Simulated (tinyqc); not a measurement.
Against thickness at fixed field: leakage through a gate insulator: direct, Fowler-Nordheim, trap-assisted and Poole-Frenkel currents. Computed by tinyqc, a small Python program. Command: `OMP_NUM_THREADS=1 python tinyqc.py 3008721 3008722 out.jsonl oxideleak walk`. One thread of a shared host (Intel(R) Xeon(R) Processor @ 2.30GHz), about 0.01 s of CPU time with the checks.

Electrons enter from the cathode Fermi level at x = 0; the conduction band of the insulator lies phi_b - e F x above it, F = V/t. WKB exponents use a parabolic band with mass m.

Inputs (values chosen for the exercise, with an insulator like SiO2):
```
quantity,value,unit
thickness t,2.3,nm
barrier phi_b,2.96,eV
tunnelling mass m,0.39,m_0
static constant eps_ox,3.9,-
voltage across the insulator V,0.93,V
trap depth phi_t,2.2,eV
trap density N_t,1.5e+18,cm^-3
attempt rate nu_0,6e+12,1/s
activation of capture E_a,0.35,eV
temperature T,250,K
```

Constants: hbar^2/(2 m_0) = 3.80998212 eV angstrom^2; e = 1.602176634e-19 C; hbar = 1.054571817e-34 J s; k_B = 8.617333262e-05 eV/K.

Method:
- For a level a distance phi(x) below the band, the WKB exponent is 2 int kappa dx with kappa = sqrt(m phi/(hbar^2/2m_0)); for a linear barrier from phi_1 down to phi_2 = max(phi_1 - e F d, 0) it is G = (4/3) sqrt(m/(hbar^2/2m_0)) (phi_1^(3/2) - phi_2^(3/2))/(e F).
- J_tun = e^3 F^2/(16 pi^2 hbar m phi_b) x exp(-G) / [1 - sqrt(phi_2/phi_b)]^2 with the free-electron mass in the cathode (m in m_0), phi_2 = max(phi_b - e V, 0): direct tunnelling for e V < phi_b, Fowler-Nordheim above. Image forces, back-flow and the limit on supply are left out, so J_tun is overstated below about 0.5 V.
- Equivalent oxide thickness = 3.9 t/eps_ox.
- A trap at depth x lies phi_t below the band. Capture: tunnel at the cathode Fermi level from 0 to x (G_in from phi_1 = phi_b), rate nu_0 exp(-G_in - E_c/k_B T) with E_c = E_a + max(phi_b - phi_t - e F x, 0), the last term being the height of the trap above the cathode Fermi level. Emission: tunnel from the trap level to the anode (G_out from phi_1 = phi_t over t - x), rate nu_0 exp(-G_out - E_a/k_B T). Re-emission to the cathode follows from detailed balance, rate_back = rate_in exp(dE/k_B T) with dE = phi_b - phi_t - e F x. Each trap passes R = rate_in rate_out/(rate_in + rate_back + rate_out) electrons per second; filling from the anode is left out.
- J_TAT = e N_t int_0^t R dx by the midpoint rule on 400 intervals; the most effective depth is the midpoint with the largest R, rounded to 0.01 nm.

field F = 4.04348 MV/cm

Currents:
```
t (nm),V (V),J_tun (A/cm^2),J_TAT (A/cm^2)
1.2,0.4852,9.5161e+03,1.3520e-14
1.6,0.6470,9.8828e+01,4.5436e-13
2.2,0.8896,1.6899e-01,1.1035e-11
3.0,1.2130,7.1631e-05,1.1241e-11
4.0,1.6174,1.2761e-08,7.1485e-12
5.5,2.2239,3.1557e-13,6.3899e-14
7.5,3.0326,1.0134e-16,1.2642e-16
10.0,4.0435,1.0134e-16,2.4775e-17
```

What follows from these numbers?

Between the first rows J_tun falls by 4.96 decades per nm. From t = phi_b/(e F) = 7.32 nm it stops changing, since a triangular barrier does not feel the thickness. J_TAT overtakes J_tun between 5.5 and 7.5 nm and falls behind again between 7.5 and 10 nm. Below about 0.5 V the formula for J_tun, which has no back-flow, overstates the current.

Extremes, crossings and ranges named in words are read from the listed rows.
